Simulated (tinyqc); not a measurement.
From results back to parameters: deformation-potential model of the L valleys of a conduction band. Five cases, with inputs chosen for the exercise.

Problem. An ellipsoidal valley with ml > mt has the density-of-states mass m_d = (ml mt^2)^(1/3) and, averaged over equivalent valleys, the conductivity mass m_c = 3/(1/ml + 2/mt).

Find: K = ml/mt; mt; ml.

Method. With K = ml/mt, m_d/m_c = K^(1/3) (2 + 1/K)/3, which rises steadily for K > 1 and so fixes K; then mt = m_d K^(-1/3) and ml = K mt.

Case 1.

m_d = 0.2137993 m0
m_c = 0.1169368 m0

Solution.

K = ml/mt = 19.087
mt = 0.080 m0
ml = 1.527 m0

Case 2.

m_d = 0.2223105 m0
m_c = 0.1199893 m0

Solution.

K = ml/mt = 19.927
mt = 0.082 m0
ml = 1.634 m0

Case 3.

m_d = 0.2232055 m0
m_c = 0.1227293 m0

Solution.

K = ml/mt = 18.762
mt = 0.084 m0
ml = 1.576 m0

Case 4.

m_d = 0.2159531 m0
m_c = 0.1183767 m0

Solution.

K = ml/mt = 18.951
mt = 0.081 m0
ml = 1.535 m0

Case 5.

m_d = 0.2181045 m0
m_c = 0.1198163 m0

Solution.

K = ml/mt = 18.817
mt = 0.082 m0
ml = 1.543 m0

Computed by tinyqc, one run a case: `OMP_NUM_THREADS=1 python tinyqc.py N N+1 out.jsonl` with N = 1080590, 1080641, 1080685, 1080686, 1080783; one thread of a shared Intel(R) Xeon(R) Processor @ 2.30GHz, about 0.04 s a run at most.
